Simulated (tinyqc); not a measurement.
# Six-transistor SRAM cell, nodal equations and margins: what changes with what

Two cross-coupled inverters (pull-down bn, pull-up bp) hold the nodes Q and QB; access transistors (ba, threshold VTn, gate on the word line at Vdd when selected) join them to the bit lines. Transistor (EKV form, voltages against the body): I = 2 n b Vt^2 [F(vp - Vs) - F(vp - Vd)] from drain to source, F(v) = ln^2(1 + exp(v/(2 Vt))), vp = (Vg - VT + sg |Vd - Vs|)/n. n-channel bodies are at 0; for the p-channel device all voltages are counted down from Vdd. b in uA/V^2 gives I in uA. For an access transistor the bit line is the drain and the node the source. In a read both bit lines are at Vdd. The cell is symmetric (no mismatch).

Values chosen for this exercise:
- T = 273 K (temperature)
- Vdd = 0.9 V (supply voltage)
- n = 1.39 (slope factor)
- sg = 0.057 (drain-induced barrier lowering)
- VTn = 0.29 V (n-channel threshold)
- VTp = 0.42 V (p-channel threshold (magnitude))
- bn = 190 uA/V^2 (gain factor of the pull-down transistor)
- ba = 95 uA/V^2 (gain factor of the access transistor)
- bp = 65 uA/V^2 (gain factor of the pull-up transistor)

Constants: q = 1.602176634e-19 C, kB = 1.380649e-23 J/K, Vt = kB T/q. Results are converted to the units shown.

Each table varies one quantity; the others keep the values above.

## Effect of the n-channel threshold

f(x) is the node voltage of one half-cell for input x: In = Ip in hold, In = Ip + Ia in a read. Static noise margin: side of the largest square between the curve (x, f(x)) and its mirror image (f(y), y); with h(c) the root x of f(x) - x = c, it is the maximum over c > 0 of h(c) - h(-c) + c. Q is the low node in a read and Iread the current of its access transistor. The write trip is the voltage to which the bit line of the high node must fall (the other staying at Vdd) for that state to vanish; higher is easier, and a negative value means that a grounded bit line does not write.

Effect of the n-channel threshold:
```
VTn (V)  hold margin (mV)  read margin (mV)  Q in a read (mV)  Iread (uA)  write trip (mV)
0.2                 270.0             121.9             103.1       12.39            316.2
0.26                302.1             156.6             95.21       10.47            269.4
0.32                332.2             187.8             87.46       8.707            225.5
0.38                358.7             214.0             79.76       7.104            182.7
0.44                377.9             233.7             72.11       5.663            141.1
0.5                 383.7             248.6             64.54       4.384            100.8
```

What does the comparison show?

As VTn goes from 0.2 to 0.5 V, the read margin rises from 122 to 249 mV, the write trip falls from 316 to 101 mV and Iread falls from 12.4 to 4.38 uA. The read margin is 0.45 of the hold margin in the first row and 0.65 in the last. Read stability and write ability pull in opposite directions.

## Effect of the gain factor of the access transistor

Same model as above.

The same in every row: hold margin (mV) = 317.5.

Effect of the gain factor of the access transistor:
```
ba (uA/V^2)  read margin (mV)  Q in a read (mV)  Iread (uA)  write trip (mV)
48                      215.8             53.76       5.879            125.2
66                      196.5             69.48       7.466            187.7
92                      174.9             89.23       9.373            242.4
130                     151.1             113.3       11.57            290.0
180                     128.1             138.8       13.73            327.6
250                     104.7             166.5       15.89            360.1
```

What does the table show?

As ba goes from 48 to 250 uA/V^2, the read margin falls from 216 to 105 mV, the write trip rises from 125 to 360 mV and Iread rises from 5.88 to 15.9 uA. The read margin is 0.68 of the hold margin in the first row and 0.33 in the last. Read stability and write ability pull in opposite directions.

Numbers from tinyqc (`OMP_NUM_THREADS=1 python tinyqc.py 2340013 2340014 out.jsonl`; about 0.1 s on one thread of a shared Intel Xeon 2.30GHz).
